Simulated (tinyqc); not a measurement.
Lossy package transmission line with skin effect: one step of the calculation.

A uniform line in a homogeneous dielectric: c = sqrt(er)/(c0 Z0), l = Z0 sqrt(er)/c0 (c0 = 299792458 m/s), g = w c td, w = 2 pi f. The resistance joins its limits as r = sqrt(r_dc^2 + r_hf^2), with r_dc = rho/(wd th), r_hf = kr rho/(2 delta (wd + th)), delta = sqrt(rho/(pi f mu0)), mu0 = 4 pi 1e-7 H/m; this is an interpolation, and internal inductance, up to 0.05 nH/mm at low frequency, is neglected.

Task. Reflection, input impedance and transfer. ZL = 1/(1/RL + i w CL); reflection (ZL - Zc)/(ZL + Zc); Zin = Zc (ZL + Zc tanh(gamma len))/(Zc + ZL tanh(gamma len)); H = V_load/V_source = [Zin/(Zin + Rg)]/[cosh(gamma len) + (Zc/ZL) sinh(gamma len)].

Parameters, values chosen for the exercise:
```
symbol,value,unit,meaning
Rg,10,ohm,source resistance
RL,1000,ohm,load resistance
CL,20,fF,load capacitance
f,2.8,GHz,frequency
```

gamma len = 0.01255976+0.32949150i
Zc = 75.050759-2.109518i ohm

Give: ZL; reflection at the load; Zin; H; |H|.

Result.

ZL = 889.8-313.1i ohm
reflection at the load = 0.8581-0.0420i
Zin = 46.8-192.1i ohm
H = 1.047-0.083i
|H| = 0.4261 dB

tinyqc, about 0.01 s, one thread, Intel Xeon 2.30GHz (shared host): `OMP_NUM_THREADS=1 python tinyqc.py 2810168 2810169 out.jsonl`
